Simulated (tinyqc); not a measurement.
Thin-body transistor below threshold, two-dimensional Poisson equation on a small mesh: one step of the calculation.

A thin body on a thick buried insulator of low permittivity, taken as carrying no normal field at the bottom of the body (row 0). Mobile charge is neglected (subthreshold), the body is fully depleted, and potentials are counted from the intrinsic level; rows run upward to the gate, columns from source to drain.

Question. Over-relaxation sweep (omega = 1.4). Free nodes: rows 0..2, columns 1..4, taken row by row from row 0, left to right. t = (up psi(above) + dn psi(below) + lat [psi(left) + psi(right)] + s)/(up + dn + 2 lat), with the newest neighbours; psi(new) = psi + 1.4 (t - psi).

psi after iteration 1 (V):

|  | j=0 | j=1 | j=2 | j=3 | j=4 | j=5 |
|---|---|---|---|---|---|---|
| row 0 | 0.52000000 | 0.09279979 | 0.06166419 | 0.05939494 | 0.11462057 | 0.82000000 |
| row 1 | 0.52000000 | 0.11336910 | 0.06420698 | 0.05920082 | 0.14885991 | 0.82000000 |
| row 2 | 0.52000000 | 0.22485999 | 0.11105056 | 0.07449399 | 0.33725626 | 0.82000000 |
| row 3 | 0.06000000 | 0.06000000 | 0.06000000 | 0.06000000 | 0.06000000 | 0.06000000 |

| row | up | dn | lat | s (V) |
|---|---|---|---|---|
| 0 | 34.026667 | 0 | 1.9772727 | -0.019705595 |
| 1 | 34.026667 | 34.026667 | 3.9545455 | -0.039411189 |
| 2 | 18.032787 | 34.026667 | 19.306818 | -0.019705595 |

Give: psi after iteration 2.

Answer.

psi after iteration 2 (V):

|  | j=0 | j=1 | j=2 | j=3 | j=4 | j=5 |
|---|---|---|---|---|---|---|
| row 0 | 0.52000 | 0.14674 | 0.07016 | 0.06323 | 0.20450 | 0.82000 |
| row 1 | 0.52000 | 0.22954 | 0.10828 | 0.08071 | 0.34512 | 0.82000 |
| row 2 | 0.52000 | 0.23517 | 0.12118 | 0.16566 | 0.35664 | 0.82000 |
| row 3 | 0.06000 | 0.06000 | 0.06000 | 0.06000 | 0.06000 | 0.06000 |

Numbers from tinyqc (`OMP_NUM_THREADS=1 python tinyqc.py 2480095 2480096 out.jsonl`; about 0.09 s on one thread of a shared Intel Xeon 2.30GHz).
